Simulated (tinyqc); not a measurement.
# Hot electrons in a saturated n-channel MOSFET, lucky-electron model: effects of single changes

Beyond pinch-off the lateral field grows as Esat cosh(y/l) over the velocity-saturated region (pseudo-two-dimensional model). Impact ionisation in this region gives the substrate current, which biases the body forward through Rsub. Currents are per width. Local-field laws: they overstate ionisation when the field peak is narrower than an energy relaxation length.

Parameters, values chosen for the exercise; values close to those of silicon n-channel devices:

| symbol | value | unit | meaning |
|---|---|---|---|
| L | 0.35 | um | channel length |
| tox | 8.5 | nm | oxide thickness |
| xj | 150 | nm | junction depth |
| VT | 0.55 | V | threshold |
| mu | 310 | cm^2/(V s) | effective mobility |
| vs | 9.2e6 | cm/s | saturation velocity |
| Ai | 2e6 | 1/cm | ionisation prefactor |
| Bi | 1.65 | MV/cm | ionisation field |
| Rd | 0 | ohm um | resistance of the lightly doped drain |
| Rsub | 3800 | ohm um | substrate resistance |
| kb | 0.25 |  | fall of VT per volt of forward body bias |
| m | 3.3 |  | lifetime exponent |
| Hl | 8300 | s uA/um | lifetime constant |
| Vd | 2.8 | V | drain voltage |
| Vg | 1.2 | V | gate voltage |

Constants: eps0 = 8.8541878128e-14 F/cm where lengths are in cm. Results are converted to the units shown.

Each table varies one quantity; the others keep the values above.

## Effect of the oxide thickness

Cox = 3.9 eps0/tox, l = sqrt(3 tox xj), Esat = 2 vs/mu. Overdrive g = Vg - VT + kb Vb; Vdsat = g Esat L/(g + Esat L); Id = Cox vs (g - Vdsat); dV = Vd - Id Rd - Vdsat; Em = sqrt((dV/l)^2 + Esat^2); Isub = Id (Ai/Bi) l Em exp(-Bi/Em). Vb = Rsub Isub is solved self-consistently. Lifetime tau = (Hl/Id)(Isub/Id)^(-m); 1 year = 3.15576e7 s.

Result of one run:
```
tox (nm),Id (uA/um),Em (MV/cm),Isub (uA/um),Isub/Id,tau (years)
7.2,68.96,0.4089,3.441,0.04990,0.07544
```

What becomes of these results when the oxide thickness tox is changed from 7.2 to 5.8 nm, all else the same?

Result of the changed run:
```
tox (nm),Id (uA/um),Em (MV/cm),Isub (uA/um),Isub/Id,tau (years)
5.8,86.26,0.4544,6.426,0.07450,0.01607
```

The whole series:
```
tox (nm),Id (uA/um),Em (MV/cm),Isub (uA/um),Isub/Id,tau (years)
4.7,107.8,0.5033,11.40,0.1058,0.004045
5.8,86.26,0.4544,6.426,0.07450,0.01607
7.2,68.96,0.4089,3.441,0.04990,0.07544
9,54.92,0.3669,1.731,0.03151,0.4316
11,44.84,0.3329,0.8955,0.01997,2.383
14,35.19,0.2964,0.3833,0.01089,22.44
17,28.96,0.2701,0.1844,0.006369,160.2
```

As tox goes from 4.7 to 17 nm, Em falls from 0.503 to 0.270 MV/cm, Isub falls from 11.4 to 0.184 uA/um and tau rises from 0.00404 to 160 years. From the first row to the last, log10(tau) changes by 4.6: 4.0 from (Isub/Id)^(-m), which holds Em and l, and 0.57 from 1/Id. At tox = 4.7 nm Isub/Id passes 0.1, where multiplication of the secondary carriers, left out here, counts.

## Effect of the resistance of the lightly doped drain

Same model as above.

Results:
```
Rd (ohm um),Id (uA/um),Em (MV/cm),Isub (uA/um),Isub/Id,tau (years)
0,58.21,0.3772,2.073,0.03562,0.2720
150,58.20,0.3758,2.032,0.03492,0.2904
300,58.19,0.3744,1.992,0.03422,0.3103
500,58.19,0.3726,1.939,0.03332,0.3391
1200,58.16,0.3661,1.760,0.03027,0.4656
1600,58.15,0.3624,1.664,0.02862,0.5606
```

Estimate the missing row, Rd = 800 ohm um.

Computed row:
```
Rd (ohm um),Id (uA/um),Em (MV/cm),Isub (uA/um),Isub/Id,tau (years)
800,58.17,0.3698,1.861,0.03199,0.3880
```

With this row back in the table: As Rd goes from 0 to 1600 ohm um, Em falls from 0.377 to 0.362 MV/cm, Isub falls from 2.07 to 1.66 uA/um and tau rises from 0.272 to 0.561 years. From the first row to the last, log10(tau) changes by 0.31: 0.31 from (Isub/Id)^(-m), which holds Em and l, and under 0.005 from 1/Id. The price is 0.0930 V dropped over Rd in the last row.

## Effect of the channel length

Same model as above.

Effect of the channel length:
```
L (um),Id (uA/um),Em (MV/cm),Isub (uA/um),Isub/Id,tau (years)
0.17,96.14,0.3931,4.258,0.04429,0.08021
0.25,74.54,0.3840,2.922,0.03921,0.1547
0.35,58.21,0.3772,2.073,0.03562,0.2720
0.49,44.55,0.3715,1.460,0.03278,0.4672
0.7,32.95,0.3666,1.005,0.03049,0.8020
0.99,24.24,0.3629,0.6993,0.02884,1.310
1.4,17.65,0.3601,0.4877,0.02763,2.072
```

What does the table show?

As L goes from 0.17 to 1.4 um, Em falls from 0.393 to 0.360 MV/cm, Isub falls from 4.26 to 0.488 uA/um and tau rises from 0.0802 to 2.07 years. From the first row to the last, log10(tau) changes by 1.4: 0.68 from (Isub/Id)^(-m), which holds Em and l, and 0.74 from 1/Id. For L = 0.17 to 0.25 um the saturated region takes over 60 % of L, so using the full L in Vdsat is rough.

tinyqc, about 0.01 s, one thread, Intel Xeon 2.30GHz (shared host): `OMP_NUM_THREADS=1 python tinyqc.py 2550046 2550047 out.jsonl`
